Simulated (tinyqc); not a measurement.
What each parameter does: localisation in a chain with random site energies (transfer matrices).

Hopping -t; leads with site energy 0, E = -2t cos(ka). psi_(j+1) = ((e_j - E)/t) psi_j - psi_(j-1), a product of matrices M_j = [[(e_j - E)/t, -1], [1, 0]]. For M = M_N ... M_1 the transmission is T = 4 sin^2(ka)/|M21 - M12 + M22 exp(ika) - M11 exp(-ika)|^2. Long samples draw e_j = W (x_j/2147483647 - 1/2) from x_j = 16807 x_(j-1) mod 2147483647, starting at x0. The localisation length xi, in sites, is defined by ln T = -2N/xi on average; weak disorder gives xi = 24 (4t^2 - E^2)/W^2, and the mean free path for backscattering is xi/2.

Numerical xi = N/ln sqrt(psi_(N+1)^2 + psi_N^2) for N = 20000 sites from psi_1 = 1, psi_0 = 0; its statistical error is about xi sqrt(xi/N).

Values chosen for the exercise:
```
symbol  value  unit  meaning
t       1.26   eV    hopping
E       -1.21  eV    energy
W       1.11   eV    full width of the disorder
x0      6371         start of the number sequence
```

Numerical and weak-disorder xi.

Results for these values:
```
case  numerical xi (sites)  weak-disorder xi (sites)
base                 91.62                     95.18
```

What happens to each result for t = 1.449 eV, all else kept?

Answer: numerical xi rises from 91.62 to 135.26; weak-disorder xi rises from 95.18 to 135.07.

The same for each parameter in turn:
```
case          numerical xi (sites)  weak-disorder xi (sites)
base                         91.62                     95.18
t = 1.449 eV                135.26                    135.07
E = -0.85 eV                 95.44                    109.63
W = 1.332 eV                 65.26                     66.10
x0 = 6372                    91.57                     95.18
```

A new x0 is another sample of the same disorder; its shift is one draw of the statistical scatter, about xi sqrt(xi/N); the other rows share one sample, so their errors are correlated.

Run: tinyqc, `OMP_NUM_THREADS=1 python tinyqc.py 1452105 1452106 out.jsonl`; Intel(R) Xeon(R) Processor @ 2.30GHz, one thread, shared host; about 0.05 s of CPU time with all checks.
